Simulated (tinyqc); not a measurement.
Thin-film optics by transfer matrices: one step. Layer matrices and their product. Two cases, with inputs chosen for the exercise.

Question. Form each matrix and multiply from the top down.

Indices N = n + i k. Snell: N0 sin(theta) = N_j sin(theta_j), with Im(N_j cos theta_j) >= 0. Admittance y_j = N_j cos theta_j for s and N_j/cos theta_j for p. Phase delta_j = 2 pi N_j cos theta_j d_j/lambda. Layer matrix [[cos delta, -i sin delta/y], [-i y sin delta, cos delta]], multiplied from the top down to M. (B, C) = M (1, y_sub); r = (y0 B - C)/(y0 B + C), R = |r|^2, T = 4 Re y0 Re y_sub/|y0 B + C|^2, absorbed in the films 1 - R - T.

Case 1.

y_j: ambient 0.258819, film 1 1.174916, film 2 2.022146+0.005541i, film 3 1.165840, substrate 1.626109+2.793564i

delta_j (rad): film 1 0.074418, film 2 6.352759+0.017408i, film 3 0.700028

Case 2.

y_j: ambient 0.500000, film 1 1.482646+0.024319i, film 2 1.576625+0.397146i, film 3 1.280670, substrate 1.258989+3.097627i

delta_j (rad): film 1 34.415144+0.564500i, film 2 1.360181+0.342625i, film 3 15.342907

Give: matrix of film 1; matrix of film 2; matrix of film 3; M.

Answer.

Case 1.

matrix of film 1:
```
,1,2
1,0.9972,-0.0633i
2,-0.0874i,0.9972
```

matrix of film 2:
```
,1,2
1,0.9977-0.0012i,0.0085-0.0344i
2,0.0355-0.1405i,0.9977-0.0012i
```

matrix of film 3:
```
,1,2
1,0.7648,-0.5526i
2,-0.7511i,0.7648
```

M:
```
,1,2
1,0.6810-0.0089i,0.0045-0.6194i
2,0.0255-0.9189i,0.6331-0.0210i
```

Case 2.

matrix of film 1:
```
,1,2
1,-1.1518-0.0844i,-0.3989-0.1048i
2,-0.8692-0.2591i,-1.1518-0.0844i
```

matrix of film 2:
```
,1,2
1,0.2215-0.3416i,-0.1121-0.6288i
2,0.5265-1.6042i,0.2215-0.3416i
```

matrix of film 3:
```
,1,2
1,-0.9341,-0.2788i
2,-0.4572i,-0.9341
```

M:
```
,1,2
1,1.0057-0.8743i,0.3125-0.6064i
2,1.3900-1.7485i,0.8959-0.6026i
```

Each matrix has determinant 1, and so has M.

Computed by tinyqc, one run a case: `OMP_NUM_THREADS=1 python tinyqc.py N N+1 out.jsonl` with N = 1681410, 1682321; one thread of a shared Intel(R) Xeon(R) Processor @ 2.30GHz, about 0.01 s a run at most.
